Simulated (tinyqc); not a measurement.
# Thermal resistances of a two-die stack

Problem. Heat leaves through the lower die only, and the system is linear. Find the resistance R1 from the lower die to the coolant, R2 between the dies, and the rise of the upper die when both are powered.

Inputs (values chosen for the exercise):
- P1 = 32 W (power of the lower die)
- P2 = 9.1 W (power of the upper die)

rises of the lower and upper die with only the lower one powered (K): 15.04  15.04
rises of the lower and upper die with only the upper one powered (K): 4.277  5.824

Answer. With only the lower die powered no heat crosses R2, so both dies rise by P1 R1; the difference in the second test is P2 R2; rises add.

R1 = 0.4700 K/W
R2 = 0.1700 K/W
rise of the upper die = 20.86 K

Computed by the program tinyqc: `OMP_NUM_THREADS=1 python tinyqc.py 2162103 2162104 out.jsonl`, one thread of a shared Intel Xeon 2.30GHz, about 0.02 s for the whole run.
